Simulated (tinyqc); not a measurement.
Deformation-potential model of the Delta valleys of a conduction band: one step. Conductivity mass tensor. Three cases, with inputs chosen for the exercise.

Problem. With one scattering time for all valleys the conductivity goes as M = sum_i n_i (inverse mass tensor of valley i); along the unit vector u, 1/m_c = u.M.u. Without stress 1/m_c = (1/ml + 2/mt)/3. Take u along [100].

Valleys with axes along x, y and z, each a pair at +k and -k. Herring-Vogt shift of a valley with unit axis a: dE = Xd tr(e) + Xu a.e.a. Non-degenerate shares n_i = exp(-dE_i/kT)/sum_j exp(-dE_j/kT). Inverse mass tensor of a valley: (1 - a a)/mt + a a/ml; the masses are taken as independent of strain.

Give: M; m_c along [100]; m_c without stress.

Case 1.

Values chosen (out of a larger set: near those of Si; not measured data): ml = 0.918 m0 (longitudinal mass); mt = 0.193 m0 (transverse mass).

shares: x 0.499763, y 0.499763, z 0.000474

Solution.

M (1/m0):
```
       x      y      z
x  3.136  0.000  0.000
y  0.000  3.136  0.000
z  0.000  0.000  5.179
```

m_c along [100] = 0.3188 m0
m_c without stress = 0.2620 m0

The repopulation alone changes the mobility along [100] by -17.8 %; with all electrons in the valleys lightest or heaviest along this direction it would change by +36 or -71 %.

Case 2.

Values chosen (out of a larger set: near those of Si; not measured data): ml = 0.881 m0 (longitudinal mass); mt = 0.198 m0 (transverse mass).

shares: x 0.024833, y 0.024833, z 0.950334

Solution.

M (1/m0):
```
       x      y      z
x  4.953  0.000  0.000
y  0.000  4.953  0.000
z  0.000  0.000  1.330
```

m_c along [100] = 0.2019 m0
m_c without stress = 0.2670 m0

The repopulation alone changes the mobility along [100] by +32.3 %; with all electrons in the valleys lightest or heaviest along this direction it would change by +35 or -70 %.

Case 3.

Values chosen (out of a larger set: near those of Si; not measured data): ml = 0.919 m0 (longitudinal mass); mt = 0.183 m0 (transverse mass).

shares: x 0.022165, y 0.022165, z 0.955670

Solution.

M (1/m0):
```
       x      y      z
x  5.367  0.000  0.000
y  0.000  5.367  0.000
z  0.000  0.000  1.282
```

m_c along [100] = 0.1863 m0
m_c without stress = 0.2496 m0

The repopulation alone changes the mobility along [100] by +34.0 %; with all electrons in the valleys lightest or heaviest along this direction it would change by +36 or -73 %.

Computed by tinyqc, one run a case: `OMP_NUM_THREADS=1 python tinyqc.py N N+1 out.jsonl` with N = 1080911, 1081231, 1081306; one thread of a shared Intel(R) Xeon(R) Processor @ 2.30GHz, about 0.03 s a run at most.
